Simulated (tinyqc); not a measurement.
What each parameter does: alloy A(1-x)B(x) by interpolation with bowing.

Each gap follows E(x) = (1 - x) E_A + x E_B - C x (1 - x); the lattice constant follows Vegard, a(x) = (1 - x) a_A + x a_B.

Mass at Gamma from the Kane formula 1/m = F + Ep (Eg + 2 Dso/3)/(Eg (Eg + Dso)). F is fixed by the masses of A and B and interpolated linearly, as is Ep; Eg and Dso carry their bowing.

Parameters, chosen for this exercise (A near AlAs, B near InAs; the results hold for these values, not for the real material): Eg = (3.053, 0.416) eV (gap at Gamma to the s-like level of A, B); EgX = (2.208, 1.448) eV (gap to the lowest valley along Gamma-X of A, B); EgL = (2.497, 1.132) eV (gap to L of A, B); C = (0.72, 0.09, 0) eV (bowing of the Gamma, X and L gaps); x = 0.77 (fraction of B); Dso = (0.281, 0.387) eV (spin-orbit splitting of A, B); Ep = (21.4, 21.3) eV (Kane energy of A, B); me = (0.1505, 0.0256) m0 (electron mass at Gamma of A, B); Cs = 0.17 eV (bowing of Dso).

Gaps at x and the Kane mass.

Results for these values:

| case | Gamma (eV) | X (eV) | L (eV) | mass (m0) |
|---|---|---|---|---|
| base | 0.8950 | 1.6069 | 1.4460 | 0.0537 |

What happens to each result for EgX = (2.208, 1.376) eV, all else kept?

Answer: Gamma does not change at the printed digits; X falls from 1.6069 to 1.5514; L does not change at the printed digits; mass does not change at the printed digits.

The same for each parameter in turn:

| case | Gamma (eV) | X (eV) | L (eV) | mass (m0) |
|---|---|---|---|---|
| base | 0.8950 | 1.6069 | 1.4460 | 0.0537 |
| x = 0.73 | 0.9861 | 1.6355 | 1.5006 | 0.0590 |
| C = (0.82, 0.19, 0.1) eV | 0.8773 | 1.5892 | 1.4282 | 0.0526 |
| Eg = (3.206, 0.416) eV | 0.9302 | 1.6069 | 1.4460 | 0.0558 |
| EgX = (2.208, 1.376) eV | 0.8950 | 1.5514 | 1.4460 | 0.0537 |
| EgL = (2.372, 1.132) eV | 0.8950 | 1.6069 | 1.4172 | 0.0537 |
| Ep = (23.5, 23.4) eV | 0.8950 | 1.6069 | 1.4460 | 0.0577 |
| Cs = 0.22 eV | 0.8950 | 1.6069 | 1.4460 | 0.0536 |

Run: tinyqc, `OMP_NUM_THREADS=1 python tinyqc.py 1050907 1050908 out.jsonl`; Intel(R) Xeon(R) Processor @ 2.30GHz, one thread, shared host; about 0.01 s of CPU time with all checks.
